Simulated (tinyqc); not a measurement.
# Growth of a silicide layer between metal and silicon: linear-parabolic kinetics, ramp anneals and Kissinger analysis, step by step

A worked calculation. Computed by tinyqc, a small Python program that keeps every step. Command: `OMP_NUM_THREADS=1 python tinyqc.py 3005861 3005862 out.jsonl silicide walk`. One thread of a shared host (Intel(R) Xeon(R) Processor @ 2.30GHz), about 0.09 s of CPU time with the checks. Intermediate numbers are printed to about 6 digits and carried at full precision; extremes and crossings named in words are read from the listed rows.

One compound layer of thickness x grows by diffusion through itself and reaction at an interface, dx/dt = 1/(2x/K + 1/v), until the metal is used up at x = a h.

Inputs (values chosen for the exercise, modelled on Ni2Si): metal thickness h = 6.3 nm; silicide formed per metal thickness a = 1.47; silicon consumed per metal thickness b = 0.91; prefactor of the parabolic constant K = 7.6e+14 nm^2/s; activation energy E of K = 1.53 eV; prefactor of the interface velocity v = 9e+15 nm/s; activation energy E_v = 1.68 eV; temperature T = 260 C; time t = 390 s; ramp rate beta = 0.3 C/s; silicide resistivity = 27 micro-ohm cm; junction depth x_j = 78 nm.

Constants: k_B = 8.617333262e-05 eV/K.

## Final thickness

The silicide ends at the thickness a h.

final thickness = 9.261 nm

## Geometry at full reaction

Silicon consumed b h, sheet resistance rho/(final thickness) with 1 micro-ohm cm/nm = 10 ohm; margin to the junction x_j - b h.

silicon consumed = 5.733 nm

sheet resistance = 29.1545 ohm/square

margin to the junction = 72.267 nm

The layer takes 7 % of the junction depth; its surface lies 3.53 nm above the original silicon surface. Caution: so thin a film has a resistivity above the bulk value and tends to agglomerate.

## Isothermal growth

K = K0 exp(-E/(k_B T)), v = v0 exp(-E_v/(k_B T)). Temperatures in kelvin are T(C) + 273.15. x^2/K + x/v = t, so x = (K/(2v)) [sqrt(1 + 4 v^2 t/K) - 1], capped at a h; completion time t_c = (a h)^2/K + a h/v, a h being the final thickness; crossover thickness K/v.

K = 2.61805 nm^2/s

v = 1.18436 nm/s

crossover thickness = 2.21053 nm

thickness at time t = 9.261 nm

completion time = 40.5790 s

The metal is used up. Diffusion makes up 81 % of the completion time.

## Ramp anneal

Ramp from x = 0 at 100 C at the rate beta: dx/dT = (1/beta)/(2x/K + 1/v), integrated adaptively (tolerance 1e-9) until x = a h at T_f.

completion temperature T_f = 257.241 C

## Kissinger analysis

Plot ln(beta/T_f^2) against 1/(k_B T_f), T_f in kelvin; minus the least-squares slope estimates the activation energy.

Ramps:
```
beta (C/s)  T_f (C)  1/(k_B T_f) (1/eV)  ln(beta/T_f^2)
0.03        225.462             23.2736        -15.9302
0.1         241.588             22.5445        -14.7899
0.3         257.241             21.8792        -13.7512
1           275.524             21.1501        -12.6150
3           293.337             20.4851        -11.5803
10          314.223             19.7566        -10.4487
30          334.657             19.0924         -9.4185
```

Kissinger energy = 1.55730 eV

A thousandfold faster ramp raises the completion temperature by only 109 C. The fit gives 1.557 eV, against E = 1.53 eV for diffusion and E_v = 1.68 eV for the interface: it lies 18 % of the way from E to E_v, as both steps resist. Caution: nucleation and competing phases are left out; disilicides such as CoSi2 and the low-resistance form of TiSi2 start by nucleation and follow this law at best in part.

Checks made by the program: isothermal closed form against integration (relative difference below 1e-10).
